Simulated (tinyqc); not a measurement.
## Magnetoresistance against angle

Conductance G = G0 (1 + P1 P2 cos(phi)) at low bias, phi the angle between the magnetisations, normalised to Rp = RA/area at phi = 0.

Parameters, values chosen for the exercise:
- Dm = 47 nm (diameter)
- P1 = 0.55 (spin polarisation of the reference layer)
- P2 = 0.54 (spin polarisation of the free layer)
- RA = 4.6 ohm um^2 (resistance-area product, parallel state)

Magnetoresistance against angle:

| phi (degree) | R (kohm) | R/Rp - 1 (%) | share of the full TMR (%) |
|---|---|---|---|
| 0 | 2.6514 | 0 | 0 |
| 20 | 2.6885 | 1.4003 | 1.6573 |
| 45 | 2.8420 | 7.1891 | 8.5084 |
| 70 | 3.1217 | 17.740 | 20.995 |
| 90 | 3.4388 | 29.700 | 35.150 |
| 110 | 3.8277 | 44.365 | 52.506 |
| 135 | 4.3530 | 64.179 | 75.956 |
| 160 | 4.7701 | 79.911 | 94.575 |
| 180 | 4.8917 | 84.495 | 100.00 |

R rises from 2.65 to 4.89 kohm, TMR0 = 84.5 %. It is the conductance that follows cos(phi), so at 90 degrees R has covered only (1 - P1 P2)/2 = 35.2 % of its range.

tinyqc, about 0.01 s, one thread, Intel Xeon 2.30GHz (shared host): `OMP_NUM_THREADS=1 python tinyqc.py 2450012 2450013 out.jsonl`
